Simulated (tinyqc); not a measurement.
## Tunnelling through a two-layer gate stack, WKB transmission and Tsu-Esaki current: effect of temperature

Electrons leave the emitter at x = 0. Energies E (motion across the layers) are in eV from the emitter Fermi level; the collector Fermi level lies at -V and offers states at every E. No charge in the dielectric and no image force: F1 = V/(t1 + t2 eps1/eps2), F2 = F1 eps1/eps2; U = phi1 - F1 x in layer 1 and phi2 - F1 t1 - F2 (x - t1) in layer 2. With C = hbar^2/(2 m0), kappa = sqrt(m (U - E)/C) where U > E and 0 elsewhere; T(E) = exp(-S), S = 2 times the integral of kappa over x.

Each layer adds (2/F) sqrt(m/C) [G(u at its left edge) - G(u at its right edge)] to S, with u = U - E (0 where negative) and G(u) = (2/3) u^1.5. J = J0 times the integral of T(E) N(E) dE, N = ln[(1 + exp(-E/Vt))/(1 + exp((-E - V)/Vt))], J0 = q^2 me m0 kB T/(2 pi^2 hbar^3) (times 1e-4 for A/cm^2 per eV), from E = -Ef to far above the barrier (T = 1 there), by quadrature converged to the digits shown.

Parameters, values chosen for the exercise; layer 1 close to aluminium oxide, layer 2 close to zirconium oxide:
- Ef = 0.13 eV (Fermi energy of the emitter above its band bottom)
- me = 1 m0 (emitter mass in the supply function)
- phi1 = 2.71 eV (barrier of layer 1 above the emitter Fermi level at zero bias)
- m1 = 0.39 m0 (tunnelling mass of layer 1)
- t1 = 0.9 nm (thickness of layer 1)
- eps1 = 8.66 (relative permittivity of layer 1)
- phi2 = 1.4 eV (barrier of layer 2 at zero bias)
- m2 = 0.24 m0 (tunnelling mass of layer 2)
- t2 = 2.1 nm (thickness of layer 2)
- eps2 = 24.3 (relative permittivity of layer 2)
- V = 0.3 V (voltage across the dielectric)

Constants: q = 1.602176634e-19 C, kB = 1.380649e-23 J/K, hbar = 1.054571817e-34 J s, m0 = 9.1093837015e-31 kg, Vt = kB T/q, hbar^2/(2 m0) = 0.0380998212 eV nm^2. Results are converted to the units shown.

Result of one run:
```
J (A/cm^2)  mean E of the current (eV)
0.1123                        -0.05023
```

Which temperature T gave this result: 100, 300, 400 or 750 K?

T = 400 K.

The whole series:
```
T (K)  J (A/cm^2)  mean E of the current (eV)
50        0.07937                    -0.07977
100       0.08086                    -0.07828
200       0.08688                    -0.07244
300       0.09723                    -0.06305
400        0.1123                    -0.05023
500        0.1328                    -0.03372
600        0.1599                    -0.01260
750        0.2191                     0.03922
```

Between 50 and 300 K the current changes by a factor of 1.23, and between 300 and 750 K by 2.25; the mean energy of the current rises from -0.0798 to 0.0392 eV. The transmission grows by a factor e over d = 0.150 eV near E = 0, equal to kB T/q at 1740 K: far below that temperature the thermal tail adds little.

Numbers from tinyqc (`OMP_NUM_THREADS=1 python tinyqc.py 2540155 2540156 out.jsonl`; about 0.03 s on one thread of a shared Intel Xeon 2.30GHz).
